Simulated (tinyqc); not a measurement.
Floating body of a partially depleted SOI transistor: body voltage and kink: one step of the calculation.

Source at 0 V. Channel current Ic = 2 nf K Vt^2 [F(0) - F(Vd)](1 + la Vd), F(V) = ln^2(1 + exp((Vg - VT - nf V)/(2 nf Vt))), VT = VT0 - gb Vb. Saturation voltage Vs = 2 Vt sqrt(F(0)) + 3 Vt, excess Ve = (Vd - Vs + sqrt((Vd - Vs)^2 + 0.0004 V^2))/2, multiplication M1 = Ai Ve exp(-Bl/Ve). Each junction passes D(v) = J1 (exp(v/Vt) - 1) + J2 (exp(v/(2 Vt)) - 1). Bipolar current Ib = bb J1 (exp(Vb/Vt) - 1). The body settles where M1 (Ic + Ib) = D(Vb) + D(Vb - Vd) + Vb/Rb; drain current Id = (1 + M1)(Ic + Ib) - D(Vb - Vd).

Question. New Vb. Current into the body I_in = M1 (Ic + Ib) - D(Vb - Vd), current out I_out = D(Vb) + Vb/Rb; f = ln(I_in/I_out), s = df/dVb by central differences over 1e-5 V, Vb(new) = Vb - f/s.

Inputs (values chosen for the exercise); values of the order met in partially depleted silicon-on-insulator transistors: temperature T = 300 K; threshold at zero body voltage VT0 = 0.48 V; fall of the threshold per volt of body voltage gb = 0.2; slope factor nf = 1.17; gain factor per width K = 140 uA/(V^2 um); channel-length modulation factor la = 0.07 1/V; impact-ionisation prefactor Ai = 1.86 1/V; impact-ionisation voltage Bl = 5.1 V; diffusion saturation current of each junction J1 = 3.1e-12 uA/um; recombination saturation current of each junction J2 = 1.1e-9 uA/um; gain of the lateral bipolar transistor on the diffusion current bb = 0; resistance of a weak body tie to the source (1e9 stands for no tie, and the term is then dropped) Rb = 5e5 kohm um; gate voltage Vg = 1.07 V; drain voltage Vd = 1.4 V.

Constants: q = 1.602176634e-19 C, kB = 1.380649e-23 J/K, Vt = kB T/q. Results are converted to the units shown.

Vb at the start = 0.7 V

Find: Ic; Ve; M1; I_in; I_out; f; s; Vb after iteration 1.

Answer.

Ic = 35.01 uA/um
Ve = 0.6987 V
M1 = 8.781e-4
I_in = 0.03074 uA/um
I_out = 1.784 uA/um
f = -4.061
s = -40.13 1/V
Vb after iteration 1 = 0.5988 V

Range of the model: The multiplication law is an empirical form chosen for the exercise; self-heating and capacitive coupling to the body are left out, and the linear laws are rough once Vb passes about 0.7 V or M1 about 0.1.

Program tinyqc, `OMP_NUM_THREADS=1 python tinyqc.py 2182207 2182208 out.jsonl`; Intel Xeon 2.30GHz, shared host, one thread, about 0.2 s.
